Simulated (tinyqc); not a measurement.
Comparisons within one model: Stoner model of a band ferromagnet. A value that a table varies takes the place of the one given here.

Density of states per atom and spin: two humps, D(e) = (M/W) [1 - sp cos(4 pi e/W)]. Levels e -/+ I m/2 for up and down spin, m = n_up - n_down, n_up + n_down = nd. At zero temperature e(N) is the energy below which N states lie, and E(m) = sum over spins of integral e D de - I m^2/4.

Constants: kB = 8.617333262e-05 eV/K.

Inputs chosen for the exercise: W = 3.9 eV (band width, e from -W/2 to W/2); M = 5 (states per atom and spin); nd = 7.33 (electrons per atom); sp = 0.67 (shape parameter); I = 0.63 eV (Stoner parameter).

## Moment against temperature

Fermi-Dirac occupations on 600 equal energy intervals; m is iterated from saturation until it changes by less than 1e-7 or for 400 rounds; the paramagnet is unstable while I times the mean of D weighted by -df/de exceeds 1.

Results:
```
T/Tc  T (K)  m (muB)  I D(T) of the paramagnet
0.10    303    2.137                     1.338
0.30    909    2.065                     1.292
0.50   1515    1.898                     1.214
0.65   1969    1.682                     1.148
0.80   2424    1.340                     1.081
0.90   2727    0.980                     1.039
0.95   2878    0.704                     1.019
1.10   3333    0.000                     0.964
```

Tc (from I D(T) = 1) = 3.03e+03 K

kB Tc = 0.261 eV, 0.19 of the exchange splitting at zero temperature. m keeps 0.89 of its first value at half Tc and 0.46 at 0.9 Tc. The model knows only Stoner excitations; spin waves and local moments bring the ordering temperature below the Stoner value.

## Moment against the Stoner parameter

Lowest state for each I.

Results:
```
I (eV)  I D(EF)  m (muB)  E - E(0) (meV)
0.29      0.619    0.000             0.0
0.38      0.811    0.000             0.0
0.43      0.918    0.000             0.0
0.47      1.003    0.276             0.0
0.52      1.110    1.496           -15.5
0.59      1.259    1.997           -71.6
0.71      1.515    2.339          -215.9
0.85      1.814    2.670          -435.6
```

A moment first appears at I = 0.47 eV of those listed, where I D(EF) = 1.003. It is saturated at 2.670 from I = 0.85 eV on.

## Moment against band filling

Rigid band, I fixed: a Slater-Pauling curve.

Results:
```
nd   I D(EF)  m (muB)  m_max
3.0    1.310    1.869    3.0
4.0    0.979    0.000    4.0
5.0    0.267    0.000    5.0
6.0    0.979    0.000    4.0
6.5    1.191    1.248    3.5
7.0    1.310    1.869    3.0
7.5    1.349    2.195    2.5
8.0    1.310    1.869    2.0
8.5    1.191    1.248    1.5
9.0    0.979    0.000    1.0
9.5    0.646    0.000    0.5
```

Magnetic fillings among those listed: 3.0, 6.5, 7.0, 7.5, 8.0 and 8.5; the largest moment is 2.20 at nd = 7.5. No listed filling is saturated.

## What moves the moment

Lowest state for each case. Each row changes one parameter from the base and keeps the others.

Results:
```
case          I D(EF)  m (muB)  E - E(0) (meV)
base            1.344    2.146          -114.7
W = 3.588 eV    1.461    2.285          -167.6
I = 0.68 eV     1.451    2.275          -176.0
nd = 7.03       1.315    1.900           -84.5
sp = 0.77       1.425    2.236          -153.2
```

The largest shifts from the base row, up to three for each result and ties (the steps differ in size, so this ranks the rows, not the parameters). I D(EF): W +0.117, I +0.107, sp +0.081. m (muB): nd -0.246, W +0.140, I +0.129. E - E(0) (meV): I -61.3, W -52.9, sp -38.5.

Computed by tinyqc, a small Python program: `OMP_NUM_THREADS=1 python tinyqc.py 1681499 1681500 out.jsonl` (the numbers bound the seed that draws the inputs); one thread of a shared host (Intel(R) Xeon(R) Processor @ 2.30GHz), about 0.3 s for the whole set of steps.
